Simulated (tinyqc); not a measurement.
Gain spectrum: optical gain and spontaneous emission in a bulk direct-gap semiconductor.

Parabolic bands, vertical transitions, no excitons. For each hole band j: mr = me mj/(me + mj); joint density of states J_j(E) = (mr/c)^(3/2) sqrt(E - Eg)/(2 pi^2), both spins, c = hbar^2/2m0; averaged matrix element |e.p|^2 = m0 Ep/6; alpha_j(E) = 4 pi^2 alpha_f c Ep J_j/(3 nr E) in 1/angstrom (alpha_f the fine-structure constant, listed as alpha among the constants), times 1e8 for 1/cm.

F_j(eta) = (1/Gamma(j + 1)) integral_0^infinity x^j dx/(1 + exp(x - eta)), which tends to exp(eta) for eta << 0.

Quasi-Fermi levels: n = Nc F_1/2(Fc/kT) and p = Nv F_1/2(Fv/kT), Fc counted up from the conduction edge and Fv down from the valence edge; Nc, Nv from N = 2 (m kB T/(4 pi c))^(3/2) with c = hbar^2/2m0, in 1/angstrom^3; times 1e24 for 1/cm^3, with me and (mhh^(3/2) + mlh^(3/2))^(2/3).

For band j the electron sits at Ee = (E - Eg) mr/me above its edge and the hole at Eh = (E - Eg) mr/mj; fe = 1/(1 + exp((Ee - Fc)/kT)), fh = 1/(1 + exp((Eh - Fv)/kT)); gain g = sum_j alpha_j (fe + fh - 1).

Constants: hbar^2/2m0 = 3.80998211 eV angstrom^2; fine-structure constant alpha = 0.007297352564; kB = 8.617333262e-05 eV/K.

Parameters, chosen for this exercise (near those of GaN; the results hold for these values, not for the real material):
```
symbol  value    unit    meaning
Eg      3.471    eV      direct gap
me      0.2003   m0      electron mass
mhh     1.395    m0      heavy-hole mass
mlh     0.2931   m0      light-hole mass
Ep      16.5     eV      Kane energy
nr      2.62             refractive index
T       300      K
n       9.8e+18  1/cm^3  injected density, n = p
```

At the density n.

Spectrum:
```
E - Eg (eV)  alpha, empty (1/cm)  fe, heavy  fh, heavy  g (1/cm)
0.005                       3651      0.940      0.185       453
0.010                       5156      0.930      0.182       562
0.020                       7271      0.905      0.175       547
0.030                       8879      0.871      0.168       322
0.045                      10829      0.803      0.158      -377
0.060                      12451      0.711      0.148     -1533
0.080                      14296      0.555      0.137     -3793
0.100                      15894      0.388      0.126     -6669
0.130                      17971      0.187      0.110    -11222
0.170                      20325      0.056      0.093    -16274
0.220                      22808      0.011      0.074    -20632
```

Fc + Fv = 0.0381 eV

What does the comparison show?

g is positive below E - Eg = 0.0381 eV; the largest value listed is 562 1/cm at 0.010 eV. At 0.220 eV above the gap g is -0.90 times the absorption of the empty crystal, whose limit is -1.

Computed by tinyqc, a small Python program: `OMP_NUM_THREADS=1 python tinyqc.py 1682006 1682007 out.jsonl` (the numbers bound the seed that draws the inputs); one thread of a shared host (Intel(R) Xeon(R) Processor @ 2.30GHz), about 0.09 s for the whole set of steps.
